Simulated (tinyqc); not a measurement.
Mobility of a non-polar semiconductor in the relaxation-time approximation: one step, computed by the program tinyqc. Command: `OMP_NUM_THREADS=1 python tinyqc.py 3029161 3029162 out.jsonl rta walk`. One thread of a shared host (Intel(R) Xeon(R) Processor @ 2.30GHz), about 0.01 s of CPU time with the checks.

Each valley is treated as a sphere of mass m_d for states and rates, with one isotropic relaxation time; the conductivity mass m_c sets the current.

Problem. Fermi level and screening. Parabolic band: E = hbar^2 k^2/(2 m), speed v = hbar k/m, states per spin, volume and energy g(E) = m k/(2 pi^2 hbar^2). Here m = m_d. Masses are multiplied by m_0 and all formulas are in SI units. The reduced Fermi level eta = E_F/(k_B T) solves n = 2 Z int g f dE with f = 1/(1 + exp(x - eta)) (Z = 1 unless valleys are given); screening length L_s = sqrt(eps_s eps_0 k_B T/(e^2 dn/deta)), dn/deta = 2 Z int g f (1 - f) dE. Integrals over x = E/(k_B T) use 160 Gauss-Legendre points in u = sqrt(x) from 0 to sqrt(max(eta, 0) + 32).

Inputs (values chosen for the exercise, for a model non-polar semiconductor):
```
quantity                     value    unit
equivalent valleys Z             6       -
static permittivity eps_s       14       -
carrier density n          6.3e+15  1/cm^3
temperature T                  400       K
```

Band: parabolic. Impurity formula: Brooks-Herring. Further scattering: none.

density-of-states mass m_d = 0.7295450 m_0

Constants: k_B = 8.617333262e-05 eV/K; m_0 = 9.1093837015e-31 kg; e = 1.602176634e-19 C; hbar = 1.054571817e-34 J s; eps_0 = 8.8541878128e-12 F/m; k_B = 1.380649e-23 J/K.

Give: reduced Fermi level eta; screening length L_s.

Solution.

reduced Fermi level eta = -10.04

screening length L_s = 65.06 nm

The gas is non-degenerate (eta < -2), and L_s is close to the Debye length.
